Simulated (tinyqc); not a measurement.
# Trap density and cross-section from the conductance peak

Question. For a continuum of interface traps on an n-type substrate Gp/w peaks at 2 pi f tau = 1.9803 with the height 0.40237 q Dit, and tau = 1/(sn vth Nd exp(psi/Vt)) with psi = ps. Find Dit, tau and sn.

Parameters, values chosen for the exercise: temperature T = 250 K; donor density Nd = 1.6e16 cm^-3; band bending psi ps = -0.161 V; thermal velocity vth = 5.3e7 cm/s.

Constants: q = 1.602176634e-19 C, kB = 1.380649e-23 J/K, Vt = kB T/q. Results are converted to the units shown.

peak Gp/w = 431.92743 nF/cm^2
frequency of the peak = 2.7327652e5 Hz

Solution. The height gives Dit, the position tau, and tau with the surface density gives sn.

Dit = 6.70e12 cm^-2 eV^-1
tau = 1.15e-6 s
sn = 1.80e-15 cm^2

Program tinyqc, `OMP_NUM_THREADS=1 python tinyqc.py 2030164 2030165 out.jsonl`; Intel Xeon 2.30GHz, shared host, one thread, about 0.02 s.
